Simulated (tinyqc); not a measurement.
Nanosheet or nanowire with hard walls, valleys of the Si type: one step. Modes, density and velocity at zero temperature. Two cases, with inputs chosen for the exercise.

Problem. With EF = E_lowest + dE, each subband below EF has k_F = sqrt(m_x (EF - E)/c), carries n = 2 g k_F/pi electrons per length (spin included), moves at v = 2 c k_F/(hbar m_x) and adds 2 g e^2/h to the ballistic conductance; c = hbar^2/2m0, 1 angstrom/s = 1e-8 cm/s.

Constants: hbar^2/2m0 = 3.80998211 eV angstrom^2; hbar = 6.58211957e-16 eV s; e^2/h = 3.874045865e-05 S.

Give: Occupied subbands; total n; ballistic conductance.

Case 1.

Values chosen (out of a larger set: near those of Si; not measured data): dE = 0.175 eV (EF above the lowest subband edge).

Subbands:
```
label  valleys g  m_x (m0)    E (eV)
A1             2  0.188000  0.094351
B1             4  0.543500  0.116961
A2             2  0.188000  0.137383
A3             2  0.188000  0.209104
B2             4  0.543500  0.262068
A4             2  0.188000  0.309513
B3             4  0.543500  0.322739
A5             2  0.188000  0.334370
A6             2  0.188000  0.377402
A7             2  0.188000  0.438611
```

Solution.

Occupied subbands:
```
label  k_F (1/angstrom)  n (1/nm)  v (1e7 cm/s)
A1               0.0929     1.183          5.72
B1               0.1474     3.755          3.14
A2               0.0807     1.027          4.97
A3               0.0545     0.694          3.36
B2               0.0322     0.821          0.69
```

total n = 7.480 1/nm
ballistic conductance = 1084.7 microsiemens

EF lies below the last listed level, so the count is complete for these valleys (other families, and non-parabolicity above about 0.2 eV, are left out): 5 subbands with 14 valley modes. The Fermi velocity, averaged with the densities as weights, is 3.55 x 1e7 cm/s; the mean over all filled states moving one way is half of it.

Case 2.

Values chosen (out of a larger set: near those of Si; not measured data): dE = 0.086 eV (EF above the lowest subband edge).

Subbands:
```
label  valleys g  m_x (m0)    E (eV)
A1             2  0.188000  0.051376
A2             2  0.188000  0.067157
A3             2  0.188000  0.093457
A4             2  0.188000  0.130278
A5             2  0.188000  0.177619
A6             2  0.188000  0.189724
A7             2  0.188000  0.205505
B1             2  0.188000  0.223332
B2             2  0.188000  0.226606
C1             2  0.906000  0.227500
```

Solution.

Occupied subbands:
```
label  k_F (1/angstrom)  n (1/nm)  v (1e7 cm/s)
A1               0.0651     0.829          4.01
A2               0.0589     0.749          3.62
A3               0.0466     0.593          2.87
A4               0.0187     0.238          1.15
```

total n = 2.410 1/nm
ballistic conductance = 619.8 microsiemens

EF lies below the last listed level, so the count is complete for these valleys (other families, and non-parabolicity above about 0.2 eV, are left out): 4 subbands with 8 valley modes. The Fermi velocity, averaged with the densities as weights, is 3.33 x 1e7 cm/s; the mean over all filled states moving one way is half of it.

Computed by tinyqc, one run a case: `OMP_NUM_THREADS=1 python tinyqc.py N N+1 out.jsonl` with N = 1280922, 1281119; one thread of a shared Intel(R) Xeon(R) Processor @ 2.30GHz, about 0.05 s a run at most.
